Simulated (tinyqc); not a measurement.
Grain-boundary trapping model (Seto) of a polycrystalline semiconductor film: one step, computed by the program tinyqc.

Grains of equal size L are joined by thin boundaries with one trap level. Trapped carriers deplete a width W on each side and raise a barrier, crossed by thermionic emission. Dopants are fully ionised, statistics are non-degenerate and mu_g does not depend on T.

Problem. Barrier. N_c(T) = N_c (T/300 K)^(3/2). Filled traps Q = Q_t/(1 + (1/2) exp((E_t* - E_F)/k_B T)), where E_t* = e V_B - E_t and E_F are counted from the band edge at the grain centre. Partial depletion: Q = 2 N W, V_B = e N W^2/(2 eps eps_0), E_F = k_B T ln(N/N_c); solve for W. If that W would exceed L/2 the grain is fully depleted: W = L/2, Q = N L, and E_F follows from the trap equation. Centre density n_0 = N_c exp(E_F/k_B T).

Inputs (values chosen for the exercise, modelled on polycrystalline silicon):
```
quantity                                     value    unit
permittivity eps                              11.7       -
effective density of states at 300 K, N_c  2.8e+19  1/cm^3
grain size L                                    18      nm
trap density Q_t                           1.7e+12  1/cm^2
trap level E_t below the band edge            0.52      eV
doping N                                   3.4e+18  1/cm^3
temperature T                                  250       K
```

Grain interior: neglected.

Constants: k_B = 8.617333262e-05 eV/K; e = 1.602176634e-19 C; eps_0 = 8.8541878128e-12 F/m.

Give: depletion width W; barrier V_B; E_F; centre density n_0.

Solution.

depletion width W = 2.500 nm

barrier V_B = 0.01643 V

E_F = -0.03953 eV

centre density n_0 = 3.40e+18 1/cm^3

The grain is partly depleted; 100.0 % of the traps are filled, and they hold 27.8 % of the carriers. Caution: E_F is within 2 k_B T of the band edge, so non-degenerate statistics fail, and tunnelling through so thin a barrier adds to the current. Caution: e V_B is below 2 k_B T, where the depletion approximation fails and the mean density does not balance the trapped charge.
